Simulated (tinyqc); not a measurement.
Worked calculation: polar nitride quantum well with polarisation fields. Values are carried at full precision from step to step, so a last printed digit may differ when a step is redone from the rounded ones.

Growth along [0001]. e_par = (a_sub - a)/a, Ppz = 2 e_par (e31 - e33 C13/C33), P = Psp + Ppz in each layer; strain relaxation and the strain shift of the gaps are left out, although thick layers with more than about 1 % mismatch would relax.

Constants: hbar^2/2m0 = 3.80998211 eV angstrom^2; hc = 1239.841984 eV nm.

Inputs chosen for the exercise (near those of an InGaN well in GaN; not measured data): a_w = 3.221 angstrom (lattice constant a, well); a_b = 3.189 angstrom (lattice constant a, barrier); a_sub = 3.189 angstrom (in-plane lattice constant of the stack); Psp_w = -0.0329 C/m^2 (spontaneous polarisation); Psp_b = -0.033 C/m^2 (spontaneous polarisation); e31_w = -0.341 C/m^2; e31_b = -0.348 C/m^2; e33_w = 0.654 C/m^2; e33_b = 0.677 C/m^2; C_w = 0.279 (C13/C33); C_b = 0.263 (C13/C33); Lw = 20 angstrom (well width); Lb = 65 angstrom (barrier width); eps_w = 10.7 (dielectric constant); eps_b = 10.3 (dielectric constant); Eg = 3.078 eV (gap of the well); Vc = 0.246 eV (conduction offset); Vv = 0.116 eV (valence offset); me = 0.188 m0 (electron, well); meb = 0.2 m0 (electron, barrier); mh = 1.61 m0 (hole, everywhere).

## Strain and polarisation

Give strain and polarisation of well and barrier; the bound sheet charge is |P_w - P_b|/e with e = 1.602176634e-19 C.

Layers:

| layer | e_par | Ppz (C/m^2) | P (C/m^2) |
|---|---|---|---|
| well | -0.00993 | 0.01040 | -0.02250 |
| barrier | 0.00000 | 0.00000 | -0.03300 |

sheet charge = 0.655 x 1e13/cm^2

Of P_w - P_b = +0.0105 C/m^2 the piezoelectric part gives +0.0104 and the spontaneous part +0.0001.

## Built-in fields

In a periodic stack without free charge the potential drop over a period vanishes: F_w = (P_b - P_w) Lb/(eps0 (eps_w Lb + eps_b Lw)), F_b = -F_w Lw/Lb, eps0 = 8.8541878e-12 F/m; 1 MV/cm = 1e8 V/m = 0.01 V/angstrom.

Give both fields and the drop |F_w| Lw across the well.

F_w = -0.855 MV/cm
F_b = 0.263 MV/cm
drop = 0.171 eV

## Levels with and without the field

Envelope functions on cells of 0.25 angstrom over barrier, well, barrier (widths Lb, Lw, Lb), psi = 0 beyond, psi'/m continuous (mean mass between points), c = hbar^2/2m0. With u(z) the integral of e F (F_w in the well, F_b = -F_w Lw/Lb in the barriers, 1 MV/cm = 0.01 V/angstrom), zero at the centre of the well, the electron sees u plus Vc in the barriers and the hole -u plus Vv. The transition is Eg + E_e + E_h; excitons are left out.

Ground states of electron and hole, their centres, the squared overlap, the transition and its wavelength hc/E.

Results:

| case | E_e (eV) | E_h (eV) | <z>_e | <z>_h | overlap^2 | E (eV) | nm |
|---|---|---|---|---|---|---|---|
| no field | 0.1217 | 0.0270 | 0.0 | 0.0 | 0.897 | 3.2267 | 384.2 |
| built-in field | 0.1113 | 0.0025 | 4.2 | -5.9 | 0.562 | 3.1917 | 388.5 |

The field shifts the line by -35 meV, pulls the carriers 10.1 angstrom apart and, with the rate proportional to overlap^2, lengthens the radiative lifetime by a factor 1.6.

## Estimate from two triangular wells

For a strong field: E = Eg - |e F_w| Lw + a0 (c (e F_w)^2)^(1/3) (me^(-1/3) + mh^(-1/3)), a0 = 2.338107, hard walls, c = hbar^2/2m0, 1 MV/cm = 0.01 V/angstrom.

electron term = 0.2666 eV
hole term = 0.1303 eV
E = 3.3038 eV

The electron term exceeds the drop across the well, so the electron still feels the far wall and the estimate is outside its range. Against the grid result 3.1917 eV the estimate errs by +112 meV: +70 from the electron and +42 from the hole, since hard walls stand in for offsets of 0.246 and 0.116 eV into which the carriers leak.

## Checks

- Electron level without field against the matching condition of the square well, eV: both 0.122.

Program tinyqc; command `OMP_NUM_THREADS=1 python tinyqc.py 1252289 1252290 out.jsonl`; about 0.07 s on one thread of a shared Intel(R) Xeon(R) Processor @ 2.30GHz.
